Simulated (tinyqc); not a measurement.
Where the wafer is too thin: surface photovoltage measurement of the minority-carrier diffusion length in a wafer. Computed by tinyqc, a small Python program. Command: `OMP_NUM_THREADS=1 python tinyqc.py 3130297 3130298 out.jsonl spv walk`. One thread of a shared host (Intel(R) Xeon(R) Processor @ 2.30GHz), about 0.01 s of CPU time with the checks.

Low injection, steady light, a depletion layer much thinner than 1/alpha and L. The excess density dn is taken at the front edge of the neutral region; light that reaches the back is lost.

Inputs (values chosen for the exercise, modelled on p-type silicon at room temperature): wafer thickness W = 525 micrometre; diffusivity D = 24.4 cm^2/s; front recombination velocity S_f = 750 cm/s; back recombination velocity S_b = 8600 cm/s; photon flux entering = 5.5e+13 1/(cm^2 s).

Method:
- alpha = (84.732/lambda - 76.417)^2 per cm with lambda in micrometre (an empirical fit for silicon between 0.7 and 1.05 micrometre).
- Thick wafer: dn = Phi L/((S_f + D/L)(L + 1/alpha)). Finite wafer, with s = S_b L/D, w = W/L, a = alpha L: dn = [Phi a/(a^2 - 1)] [a - B - exp(-alpha W)(a - s)/(cosh w + s sinh w)]/(S_f + B D/L), B = (sinh w + s cosh w)/(cosh w + s sinh w).
- Readings y = (Phi/dn) (1 + noise x g) at 780, 830, 880, 920, 950, 975 and 995 nm; a least-squares line y = c (1/alpha + L_app) gives L_app = intercept/slope.
- No noise; L is varied at fixed W, and the last two columns set S_b to 0 and to 1e7 cm/s.

Apparent length (micrometre):
```
L          W/L  given S_b  S_b = 0  S_b = 1e7
26.2    20.038      26.20     26.2      26.20
52.5    10.000      52.50     52.5      52.50
105.0    5.000     104.89    105.1     104.82
158.0    3.323     156.21    160.0     155.54
262.0    2.004     241.04    285.5     236.61
420.0    1.250     319.62    544.4     307.87
682.0    0.770     374.37   1138.2     355.29
1100.0   0.477     401.75   2285.1     378.32
2100.0   0.250     415.85   4582.0     390.02
```

What does the comparison show, and why?

With a fast back surface L_app levels off, at 390 micrometre in the last row; with a passive one it reaches up to 2.18 times L among these rows and is 4580 in the last. All three columns are within 5 % of L down to W/L = 3.3.

Extremes, crossings and ranges named in words are read from the listed rows.
